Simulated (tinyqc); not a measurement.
Reverse leakage of an n+-p junction: diffusion, generation, trap-assisted and band-to-band tunnelling: one step of the calculation.

One-sided abrupt junction in the depletion approximation, x from the junction (0) to W on the p side, field F = F0 (1 - x/W). Flat quasi-Fermi levels, long p side. Traps generate through SRH with both lifetimes shortened by 1 + Gamma (Hurkx enhancement, form for moderate fields); band-to-band generation is local and needs a total bending above Eg.

Problem. Generation rates across the layer. u = (Vbi + VR)(1 - x/W)^2, p = Na exp(-u/Vt), n = Nd exp((u - Vbi - VR)/Vt); G0 = ni^2 (1 - exp(-VR/Vt))/(tau (n + p + 2 ni cosh(Et/Vt))); Gamma = 2 sqrt(3 pi)(F/FG) exp((F/FG)^2); trap-assisted part G0 Gamma; G_bb = Ab F^2.5 exp(-Bb/F) with F in V/cm, zero unless Vbi + VR > Eg. 14 equal steps.

Inputs (values chosen for the exercise); band and dielectric values close to those of silicon:
- T = 300 K (temperature)
- Eg = 1.1 eV (band gap)
- Na = 5e17 cm^-3 (acceptor density of the lighter side)
- Nd = 1e20 cm^-3 (donor density of the heavier side)
- tau = 2e-6 s (SRH lifetime of both carriers at zero field)
- Et = 0 eV (trap level above the intrinsic level)
- Ab = 2.4e14 cm^-0.5 V^-2.5 s^-1 (band-to-band prefactor)
- Bb = 1.94e7 V/cm (band-to-band field constant)
- VR = 2.1 V (reverse bias)

Constants: q = 1.602176634e-19 C, kB = 1.380649e-23 J/K, Vt = kB T/q. Results are converted to the units shown.

ni = 1.5776674e10 cm^-3
Vbi = 1.0299822 V
W = 89.973171 nm
F0 = 695.75900 kV/cm
FG = 376.14652 kV/cm

Give: x; F; Gamma; G0; G0 Gamma; G_bb.

Solution.

```
point  x (nm)  F (kV/cm)    Gamma  G0 (cm^-3 s^-1)  G0 Gamma (cm^-3 s^-1)  G_bb (1e16 cm^-3 s^-1)
0       0.000     695.76   347.67         1.2445e6               4.3268e8                  7.5306
1       6.427     646.06   201.51        2.1675e13              4.3677e15                  0.7326
2      12.853     596.36   120.23        3.9440e15              4.7417e17                  0.0491
3      19.280     546.67   73.764        3.9442e15              2.9094e17                  0.0021
4      25.707     496.97   46.478        3.9442e15              1.8332e17                  0.0000
5      32.133     447.27   30.023        3.9442e15              1.1841e17                  0.0000
6      38.560     397.58   19.834        3.9442e15              7.8230e16                  0.0000
7      44.987     347.88   13.357        3.9442e15              5.2682e16                  0.0000
8      51.413     298.18   9.1245        3.9305e15              3.5864e16                  0.0000
9      57.840     248.49   6.2753        9.5906e14              6.0184e15                  0.0000
10     64.267     198.79   4.2904        4.8736e12              2.0910e13                  0.0000
11     70.693     149.09   2.8477        6.4636e10              1.8406e11                  0.0000
12     77.120      99.39   1.7398         2.9452e9               5.1241e9                  0.0000
13     83.547      49.70  0.82551         4.6164e8               3.8109e8                  0.0000
14     89.973       0.00        0         2.4890e8                      0                  0.0000
```

Range of the model: The n+ side is degenerate, so Vbi from Boltzmann statistics is only a guide.

Program tinyqc, `OMP_NUM_THREADS=1 python tinyqc.py 2290095 2290096 out.jsonl`; Intel Xeon 2.30GHz, shared host, one thread, about 0.01 s.
